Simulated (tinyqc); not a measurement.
Worked calculation: Landau-Devonshire theory of a uniaxial ferroelectric. Computed by tinyqc, a small Python program that keeps every step. Command: `OMP_NUM_THREADS=1 python tinyqc.py 3025182 3025183 out.jsonl ferro walk`. One thread of a shared host (Intel(R) Xeon(R) Processor @ 2.30GHz), about 0.01 s of CPU time with the checks. Intermediate numbers are printed to about 5 digits and carried at full precision; extremes and crossings named in words are read from the listed rows.

G(P) = (alpha/2) P^2 + (beta*/4) P^4 + (gamma/6) P^6 - E P per volume, SI units, one domain, P along the polar axis, which is normal to the film.

Inputs (values chosen for the exercise, modelled on lead titanate):
```
quantity                           value             unit
alpha_0                           783000      J m/(C^2 K)
Curie-Weiss temperature T0           752                K
beta                           -2.88e+08        J m^5/C^4
gamma                           1.57e+09        J m^9/C^6
temperature T                        683                K
misfit strain u_m                -0.0041                -
electrostriction Q12              -0.026          m^4/C^2
compliance s11 + s12             5.5e-12            m^2/N
applied field E                      2.5             MV/m
film thickness d                      31               nm
screening length lambda            0.012               nm
background permittivity eps_b         10                -
gradient coefficient g           8.4e-11        J m^3/C^2
series capacitance C_d               5.5  microfarad/cm^2
start of Newton steps P0/Ps            1                -
```

Sample: epitaxial film.

Constants: eps_0 = 8.8541878128e-12 F/m.

## Coefficients at T

alpha = alpha_0 (T - T0*), with clamping: T0* = T0 + 4 Q12 u_m/(alpha_0 (s11 + s12)), beta* = beta + 4 Q12^2/(s11 + s12).

T0* = 851.01 K

alpha = -1.3155e+08 J m/C^2

beta* = 2.0364e+08 J m^5/C^4

Compression raises T0 by 99 K. beta* > 0: the transition is of second order, although the free crystal has a first-order one.

## Spontaneous polarisation, susceptibility, coercive field

Ps^2 = [-beta* + sqrt(beta*^2 - 4 alpha gamma)]/(2 gamma). chi = 1/(eps_0 G''), G'' = alpha + 3 beta* P^2 + 5 gamma P^4 at Ps. Ps, chi and the coercive field are for perfect screening, without a depolarising field. The intrinsic coercive field is |alpha P + beta* P^3 + gamma P^5| at the P_c where G'' = 0. 1 C/m^2 = 100 microcoulomb/cm^2.

spontaneous polarisation Ps = 48.145 microcoulomb/cm^2

susceptibility chi = 261.55

well depth G(Ps) = -9.2527 MJ/m^3

P_c = 31.027 microcoulomb/cm^2

intrinsic coercive field = 30.221 MV/m

P_c/Ps = 0.644, above the 0.577 of a quartic well, as the sixth-order term matters. Real switching runs by domain nucleation at far lower fields.

## Polarisation in the field by Newton steps

Solve G'(P) = alpha P + beta* P^3 + gamma P^5 - E = 0 by P(new) = P - G'/G'' from P0; stop when the step is below 1e-11 C/m^2 (G' under 1e-6 MV/m is shown as 0).

Newton steps:
```
step  P (microcoulomb/cm^2)    G' (MV/m)  G'' (MJ m/C^2)
1                    48.145  -2.5000e+00          431.81
2                    48.724   6.9335e-02          455.90
3                    48.709   4.8876e-05          455.25
4                    48.709            0          455.25
```

P at the end of the steps = 48.709 microcoulomb/cm^2

1/(eps_0 G'') there = 248.08

The linear estimate Ps + eps_0 chi E gives 48.724; the field lowers chi by 5.1 %.

## The 180-degree wall

With the term (g/2) (dP/dx)^2, (g/2) P'^2 = G(P) - G(Ps) across the wall: energy = int_(-Ps)^(Ps) sqrt(2 g [G(P) - G(Ps)]) dP (40 Gauss-Legendre points); width = 2 Ps over the slope at P = 0, sqrt(2 |G(Ps)|/g). Elastic coupling inside the wall is left out.

wall energy = 26.170 mJ/m^2

wall width = 2.0515 nm

## A capacitor with imperfect screening

Between shorted electrodes with screening length lambda each, the depolarising field is -k P, k = 2 lambda/(eps_0 (d + 2 lambda eps_b)), so alpha turns into alpha + k. The polar state is the lowest uniform state while alpha + k < 0 (beta* > 0) or < 3 beta*^2/(16 gamma) (beta* < 0); setting the equality gives the critical thickness d_c.

depolarising coefficient k = 8.6766e+07 J m/C^2

polarisation of the film = 34.069 microcoulomb/cm^2

size of the depolarising field = 29.561 MV/m

critical thickness d_c = 20.364 nm

The film keeps 71 % of Ps.

## Thickness series

Domains are left out, though they can pre-empt both the loss of P and the state at P = 0. The second and third columns are for the shorted capacitor, polar only where it is the lowest uniform state: alpha + k < 0 (beta* > 0) or < 3 beta*^2/(16 gamma) (beta* < 0). The last column is another circuit, the film in series with C_d at P = 0: 1/C = (alpha d)/(1 + alpha eps_0 eps_b) + 1/C_d, and P = 0 is locally stable while 1/C > 0; a dash marks the rest.

Against thickness:
```
d (nm)  P (microcoulomb/cm^2)  depolarising field (MV/m)  C of the stack / C_d
1                       0.000                      0.000                1.0074
2                       0.000                      0.000                1.0149
3                       0.000                      0.000                1.0225
5                       0.000                      0.000                1.0380
8                       0.000                      0.000                1.0622
15                      0.000                      0.000                1.1234
30                     33.309                     29.857                1.2814
60                     42.278                     19.024                1.7833
150                    46.016                      8.302                     -
```

The polar state appears between 15 and 30 nm (d_c = 20.4 nm), and at 150 nm P is 95.6 % of Ps. The stack exceeds C_d wherever it is stable, up to 1.78 times: the ferroelectric held at P = 0 acts as a negative capacitance.

Checks made by the program: Ps against a numerical root of G'(P)/P (relative difference below 1e-10).
